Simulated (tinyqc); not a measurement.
Changing the initial oxide x_i: Deal-Grove kinetics of thermal oxidation of silicon. Computed by tinyqc, a small Python program. Command: `OMP_NUM_THREADS=1 python tinyqc.py 3015475 3015476 out.jsonl oxide sweep`. One thread of a shared host (Intel(R) Xeon(R) Processor @ 2.30GHz), about 0.2 s of CPU time with the checks.

Oxidant diffuses through the oxide and reacts at the interface, so that dx/dt = B/(A + 2x) for the oxide thickness x.

Inputs (values chosen for the exercise, close to those used for silicon):
```
quantity                       value    unit
prefactor B0                     804  um^2/h
activation energy E_B           1.24      eV
prefactor (B/A)0            3.38e+06    um/h
activation energy E_A           2.01      eV
temperature T                   1125       C
oxidant pressure p                 2     atm
pressure exponent m of B/A      0.72       -
time t                           0.2       h
```

Ambient: dry oxygen. Surface: (100).

Constants: k_B = 8.617333262e-05 eV/K.

Method:
- B = B0 p exp(-E_B/(k_B T)), B/A = (B/A)0 p^m exp(-E_A/(k_B T)), p in atm; A = B/(B/A).
- Temperatures in kelvin are T(C) + 273.15.
- tau = (x_i^2 + A x_i)/B and x = (A/2) [sqrt(1 + 4 B (t + tau)/A^2) - 1], the root of x^2 + A x = B (t + tau).
- Silicon consumed is 0.44 times the oxide grown; the rate is B/(A + 2x).

One run for each value:
```
initial oxide x_i (um)  oxide thickness x (um)  silicon consumed (um)    tau (h)
0.002                                   0.0505                0.02135  6.392e-03
0.0047                                  0.0523                0.02093  1.525e-02
0.011                                   0.0565                0.02001  3.697e-02
0.026                                   0.0671                0.01808  9.454e-02
0.061                                   0.0943                0.01465  2.610e-01
0.14                                    0.1629                0.01010  8.018e-01
0.34                                    0.3526                0.00555  3.194e+00
0.8                                     0.8061                0.00270  1.427e+01
```

Over the rows, oxide thickness x (um) rises from 0.0505 to 0.806 (exponent d ln y / d ln x 0.040 between the first rows and 0.97 between the last); silicon consumed (um) falls from 0.0213 to 0.00270 (exponent d ln y / d ln x -0.023 between the first rows and -0.84 between the last); tau (h) rises from 0.00639 to 14.3 (exponent d ln y / d ln x 1.0 between the first rows and 1.7 between the last). The oxide grown, x - x_i, falls from 0.0485 to 0.00613 um: an existing film lengthens the diffusion path.

Caution (rows 0.00200, 0.00470, 0.0110): dry oxides grow faster than Deal-Grove predicts below about 0.03 um, so a start from a thinner film underestimates the thickness (a common remedy is x_i = 0.025 um).
